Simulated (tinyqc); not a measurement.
# Trench capacitor in an array: capacitance, non-linearity, leakage and relaxation: what changes with what

A film between two metal electrodes, each interface adding a series capacitance ci. The small-signal permittivity is ek (1 + aq E^2); the field is found with the linear permittivity. Leakage J = J0 sinh(E/Ef). After a voltage step the film passes a relaxation current kr C V tt^(-nr), tt being the time in seconds. The sidewall is a coaxial capacitor with radii a = dm/2 - t and b = dm/2, depth AR dm; the end face is left out.

Parameters, values chosen for the exercise; permittivity of the order of that of titanium dioxide:

| symbol | value | unit | meaning |
|---|---|---|---|
| ek | 78.5 |  | relative permittivity of the film |
| t | 17 | nm | film thickness |
| ci | 1000 | uF/cm^2 | capacitance of each electrode interface (dead layer and screening) |
| aq | 0.02 | cm^2/MV^2 | quadratic field coefficient of the permittivity |
| V | 2 | V | bias |
| nr | 0.941 |  | exponent of the relaxation current |
| kr | 0.0066 |  | strength of the relaxation |
| J0 | 5.5e-10 | A/cm^2 | leakage prefactor |
| Ef | 0.22 | MV/cm | field for an e-fold rise of the leakage |
| AR | 20 |  | aspect ratio, depth over diameter |
| pt | 320 | nm | pitch of the square array |
| rho | 120 | uohm cm | resistivity of the inner electrode |
| t0 | 2e-8 | s | duration of the write pulse |

Constants: eps0 = 8.8541878128e-14 F/cm where lengths are in cm. Results are converted to the units shown.

Each table varies one quantity; the others keep the values above.

## Capacitance, non-linearity and leakage against thickness

Planar film: Cf = eps0 ek/t, 1/C = 1/Cf + 2/ci, EOT = 3.9 eps0/C, effective permittivity C t/eps0, E = (V/t) C/Cf; quadratic coefficient [C(V)/C - 1]/V^2 with Cf (1 + aq E^2) in C(V).

Result of one run:
```
t (nm)	C (uF/cm^2)	EOT (nm)	effective permittivity	E (MV/cm)	quadratic coefficient (ppm/V^2)	J (A/cm^2)
21	3.2880	1.0502	77.984	0.94612	4445.7	2.0275e-8
```

What becomes of these results when the film thickness t is changed from 21 to 36 nm, all else the same?

Result of the changed run:
```
t (nm)	C (uF/cm^2)	EOT (nm)	effective permittivity	E (MV/cm)	quadratic coefficient (ppm/V^2)	J (A/cm^2)
36	1.9233	1.7954	78.198	0.55342	1525.4	3.3804e-9
```

The whole series:
```
t (nm)	C (uF/cm^2)	EOT (nm)	effective permittivity	E (MV/cm)	quadratic coefficient (ppm/V^2)	J (A/cm^2)
7.4	9.2194	0.37455	77.053	2.6529	34450	4.7454e-5
9.6	7.1368	0.48385	77.380	2.0536	20760	3.1136e-6
12	5.7258	0.60308	77.601	1.6476	13409	4.9177e-7
16	4.3067	0.80181	77.824	1.2392	7610.3	7.6852e-8
21	3.2880	1.0502	77.984	0.94612	4445.7	2.0275e-8
27	2.5611	1.3483	78.098	0.73695	2701.4	7.8267e-9
36	1.9233	1.7954	78.198	0.55342	1525.4	3.3804e-9
46	1.5064	2.2923	78.263	0.43347	936.65	1.9342e-9
60	1.1557	2.9878	78.319	0.33256	551.71	1.1863e-9
```

C falls from 9.22 to 1.16 uF/cm^2 while the effective permittivity goes from 77.1 to 78.3 (ek = 78.5). EOT is a straight line in t with slope 3.9/ek = 0.0497 and intercept 0.00691 nm. The quadratic coefficient goes as t^(-1.95) between the first two rows and t^(-1.99) between the last two (-2 without interfaces), and J falls by 4.60 decades.

## Cell against the diameter of the hole

Per length 1/c = ln(b/a)/(2 pi eps0 ek) + (1/a + 1/b)/(2 pi ci); cell capacitance c AR dm; per footprint over pt^2; fields c V/(2 pi eps0 ek r) at r = a and b; resistance of the inner electrode rho AR dm/(pi a^2); time constant R C/3 of the distributed line. The pitch is scaled as pt dm/(150 nm).

Cell against the diameter of the hole:
```
dm (nm)	cell capacitance (fF)	per footprint (uF/cm^2)	field at a (MV/cm)	field at b (MV/cm)	R (kohm)	R C/3 (ps)
44	2.564	29.10	2.669	0.6066	13.45	11.49
59	5.947	37.54	1.846	0.7823	2.885	5.718
79	12.16	42.80	1.566	0.8920	1.192	4.830
110	25.77	46.79	1.412	0.9753	0.5820	4.999
140	43.59	48.87	1.345	1.019	0.3807	5.533
190	83.48	50.81	1.290	1.059	0.2386	6.639
250	148.2	52.09	1.256	1.086	0.1637	8.086
340	279.6	53.14	1.231	1.108	0.1110	10.34
```

As dm goes from 44 to 340, the cell capacitance rises from 2.56 to 280 fF, the capacitance per footprint rises from 29.1 to 53.1 uF/cm^2, the ratio of the two fields falls from 4.40 to 1.11 and R C/3 goes from 11.5 through a minimum of 4.83 (at dm = 79 among the rows listed) to 10.3 ps; the time constant goes as dm^(-2.38) between the first two rows and dm^(0.80) between the last two.

## Charge lost after writing

Planar film: Cf = eps0 ek/t, 1/C = 1/Cf + 2/ci, EOT = 3.9 eps0/C, effective permittivity C t/eps0, E = (V/t) C/Cf. A capacitor written for t0 and then left open loses, as a share of C V, kr (tt^(1 - nr) - t0^(1 - nr))/(1 - nr) by relaxation and J tt/(C V) by leakage; both are taken as small, and rows far outside that range are left out.

The same in every row: leakage current (nA/cm^2) = 55.324.

Results:
```
tt (s)	relaxation current (nA/cm^2)	loss by relaxation (%)	loss by leakage (%)	total loss (%)
1e-6	2.3692e7	1.0204	6.8211e-7	1.0204
1e-5	2.7140e6	1.7409	6.8211e-6	1.7409
0.0001	3.1089e5	2.5661	6.8211e-5	2.5662
0.01	4079.5	4.5944	0.0068211	4.6012
0.1	467.31	5.8349	0.068211	5.9031
1	53.531	7.2559	0.68211	7.9380
```

Estimate the missing row, tt = 0.001 s.

Computed row:
```
tt (s)	relaxation current (nA/cm^2)	loss by relaxation (%)	loss by leakage (%)	total loss (%)
0.001	35613	3.5115	6.8211e-4	3.5122
```

With this row back in the table: The two currents are equal at tt = 0.966 s. The loss by relaxation grows from 1.02 to 7.26 %, by 0.720 points over the first decade and 1.42 over the last, while the loss by leakage grows tenfold a decade. Relaxation is the larger loss in every row.

Program tinyqc, `OMP_NUM_THREADS=1 python tinyqc.py 2102039 2102040 out.jsonl`; Intel Xeon 2.30GHz, shared host, one thread, about 0.01 s.
